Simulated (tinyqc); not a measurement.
Inside a calculation. Model: Born-von Karman spring model of a cubic crystal with one atom per cell. Computed by tinyqc, a small Python program that keeps every step. Command: `OMP_NUM_THREADS=1 python tinyqc.py 3021840 3021841 out.jsonl springs walk`. One thread of a shared host (Intel(R) Xeon(R) Processor @ 2.30GHz), about 0.2 s of CPU time with the checks. Intermediate numbers are printed to about 5 digits and carried at full precision; extremes and crossings named in words are read from the listed rows.

First neighbours lie at a/2 (1,1,0) (12 of them), second at a (1,0,0) (6), with all permutations and signs; the volume per atom is Omega = a^3/4.

Inputs (values chosen for the exercise, for a model crystal): lattice constant a = 2.93 angstrom; atomic mass M = 163 u; radial spring k1L = 2.87 eV/angstrom^2; transverse spring k1T = -0.023 eV/angstrom^2; radial spring k2L = 0.63 eV/angstrom^2; transverse spring k2T = -0.048 eV/angstrom^2; mesh divisions n = 6; temperature T = 200 K.

Lattice: fcc.

wave vector q (2 pi/a): [0.78, 0.46, 0]

Constants: nu for 1 eV/(angstrom^2 u) = 15.6333042 THz; 1 eV/angstrom^3 = 160.2176634 GPa; u = 1.6605390666e-27 kg; h x 1 THz = 4.135667696 meV; k_B = 8.617333262e-05 eV/K; hbar^2/u = 4.18015928e-03 eV angstrom^2; hbar = 1.054571817e-34 J s; k_B = 1.380649e-23 J/K.

## Dynamical matrix at q

A neighbour at R with unit vector n couples by the matrix K(R) = kL n n^T + kT (1 - n n^T), and D(q) = (1/M) sum_R K(R) [1 - cos(q.R)].

D(q) (eV/(angstrom^2 u)), rows x, y, z:
$$\begin{pmatrix}
0.10478 & 0.02245 & 0.00000 \\
0.02245 & 0.08260 & 0.00000 \\
0.00000 & 0.00000 & 0.09015
\end{pmatrix}$$

## Frequencies and polarisations

Diagonalise D. An eigenvalue lambda of D in eV/(angstrom^2 u) gives nu = 15.6333042 THz x sqrt(lambda). Eigenvectors are columns, with the largest component positive; the longitudinal weight is (e.q)^2/q^2.

eigenvalues (eV/(angstrom^2 u)): [0.06865, 0.09015, 0.11873]

frequencies (THz): [4.0962, 4.6938, 5.3868]

polarisation vectors, rows x, y, z, columns mode 1, mode 2, mode 3:
$$\begin{pmatrix}
-0.5277 & 0.0000 & 0.8494 \\
0.8494 & 0.0000 & 0.5277 \\
0.0000 & 1.0000 & 0.0000
\end{pmatrix}$$

longitudinal weights: [0.00053, 0.00000, 0.99947]

Mode 3 is the most longitudinal, with weight 1.00.

## Elastic constants from long waves

[ij,kl] = (1/(2 Omega)) sum_R K_ij R_k R_l; C11 = [xx,xx], C44 = [xx,yy], C12 = 2 [xy,xy] - C44; B = (C11 + 2 C12)/3; Zener ratio A = 2 C44/(C11 - C12). K(R) = kL n n^T + kT (1 - n n^T).

C11 = 449.16 GPa

C12 = 173.72 GPa

C44 = 142.66 GPa

bulk modulus B = 265.53 GPa

Zener ratio A = 1.0359

C12 - C44 = 31.06 GPa: the Cauchy relation fails because sum_R kT R^2 is not zero; a negative sum gives a positive Cauchy pressure.

## Sound velocities

rho = M/Omega and v = sqrt(C/rho), with C = C11, C44, C44 along [100]; (C11 + C12 + 2 C44)/2, C44, (C11 - C12)/2 along [110]; (C11 + 2 C12 + 4 C44)/3 and twice (C11 - C12 + C44)/3 along [111].

density rho = 43042 kg/m^3

Velocities (m/s):
```
direction  longitudinal  transverse 1  transverse 2
[100]            3230.4        1820.6        1820.6
[110]            3248.1        1820.6        1788.7
[111]            3254.0        1799.4        1799.4
```

Along [110] the two transverse waves differ by a factor sqrt(2 C44/(C11 - C12)) = 1.018.

## Frequencies at the zone boundary

The formulas are those given above.

Frequencies (THz) at points given in 2 pi/a:
```
point                nu 1    nu 2    nu 3
X (1, 0, 0)        4.0987  4.0987  5.8438
L (0.5, 0.5, 0.5)  3.3859  3.3859  6.1230
W (1, 0.5, 0)      4.5363  5.0186  5.0186
K (0.75, 0.75, 0)  4.0019  4.9690  5.3658
```

## Highest frequency at X

Take the highest frequency at X = (1, 0, 0) (2 pi/a).

highest frequency at X = 5.8438 THz

## Dispersion against the sound-wave line

The last column divides the top branch by the straight line with its slope at G. End points in 2 pi/a: X = (1, 0, 0), L = (0.5, 0.5, 0.5).

Frequencies (THz) along two lines:
```
line  fraction of the way    nu 1    nu 2    nu 3  nu 3 / linear
G-X                  0.10  0.6194  0.6194  1.0939        0.99215
G-X                  0.25  1.5219  1.5219  2.6250        0.95235
G-X                  0.40  2.3545  2.3545  3.9008        0.88452
G-X                  0.55  3.0713  3.0713  4.8407        0.79829
G-X                  0.70  3.6261  3.6261  5.4392        0.70477
G-X                  0.85  3.9780  3.9780  5.7505        0.61362
G-X                  1.00  4.0987  4.0987  5.8438        0.53004
G-L                  0.10  0.5297  0.5297  0.9578        0.99589
G-L                  0.25  1.2957  1.2957  2.3432        0.97450
G-L                  0.40  1.9902  1.9902  3.5990        0.93549
G-L                  0.55  2.5747  2.5747  4.6559        0.88016
G-L                  0.70  3.0169  3.0169  5.4556        0.81033
G-L                  0.85  3.2923  3.2923  5.9538        0.72827
G-L                  1.00  3.3859  3.3859  6.1230        0.63662
```

Along G-X the top branch ends at 53 % of its linear extrapolation. Along G-L the top branch ends at 64 % of its linear extrapolation, which is the 2/pi of a pure sine: planes normal to this line couple to their next planes alone. A Debye model keeps the straight line throughout.

## Thermal sums on a mesh

Mesh: q = sum_i (m_i + 1/2)/n b_i, m_i = 0..n-1, with b = [[-1, 1, 1], [1, -1, 1], [1, 1, -1]] in 2 pi/a; sums are averages over the n^3 points, per atom. With x = h nu/(k_B T) and n = 1/(exp(x) - 1) for each mode: F = k_B T [x/2 + ln(1 - exp(-x))], U = k_B T x (n + 1/2), S/k_B = x n - ln(1 - exp(-x)), C/k_B = x^2 n (n + 1). <u_x^2> = (1/3) sum over modes of hbar^2/(2 M h nu) coth(x/2); zero-point energy = sum h nu/2. <u_x^2> converges slowly with the mesh, from below, with an error of order 1/n.

free energy F = 0.28266 meV/atom

energy U = 56.207 meV/atom

entropy S = 3.2449 k_B/atom

heat capacity C = 2.7496 k_B/atom

<u_x^2> = 0.0022055 angstrom^2

zero-point energy = 25.874 meV/atom

C is 92 % of the classical 3 k_B, and the zero-point energy is 46 % of U.

## Debye temperature from the elastic constants

Christoffel matrix G_xx = C11 n_x^2 + C44 (1 - n_x^2), G_xy = (C12 + C44) n_x n_y, with eigenvalues rho v^2; v_m^-3 is the mean of v^-3 over three branches and all directions (12 Gauss-Legendre points in cos(theta) times 24 angles phi = (j + 1/2) pi/12); q_D = (6 pi^2/Omega)^(1/3); Theta = hbar v_m q_D/k_B.

mean velocity v_m = 2012.9 m/s

Debye wave number q_D = 2.1117 1/angstrom

elastic Debye temperature = 324.68 K

## Full spectrum, Debye and Einstein heat capacities

Mesh: q = sum_i (m_i + 1/2)/n b_i, m_i = 0..n-1, with b = [[-1, 1, 1], [1, -1, 1], [1, 1, -1]] in 2 pi/a; sums are averages over the n^3 points (here n = 14), per atom. Debye: C = 9 k_B (T/Theta)^3 int_0^(Theta/T) x^4 e^x/(e^x - 1)^2 dx with the elastic Theta. Einstein: three modes at the root-mean-square frequency. The last column is the Theta that makes the Debye formula give the full C at that T.

root-mean-square frequency = 4.3056 THz

Heat capacity (k_B/atom):
```
T (K)  full spectrum   Debye  Einstein  Theta from C (K)
39            0.5965  0.3743    0.4253            268.13
58            1.2614  0.9100    1.1439            266.03
81            1.8474  1.5054    1.7914            265.99
110           2.2768  2.0125    2.2541            266.22
160           2.6219  2.4628    2.6156            266.47
240           2.8227  2.7425    2.8213            266.63
320           2.8983  2.8511    2.8979            266.69
490           2.9560  2.9352    2.9559            266.73
```

The apparent Theta runs from 266 to 268 K against the elastic 325 K; at high T it tends to sqrt(5/3) h nu_rms/k_B = 267 K. At the lowest T the Debye value is 0.63 and the Einstein value 0.71 times the full one; dispersion bends the branches below the sound lines, so the real spectrum has more low modes than Debye assumes. At the highest T Debye misses by 0.71 % and Einstein by 0.0029 %.

Checks made by the program: slopes of the dispersion along [110] against the sound velocities (relative difference 2e-08); F = U - T S (relative difference 2e-10).
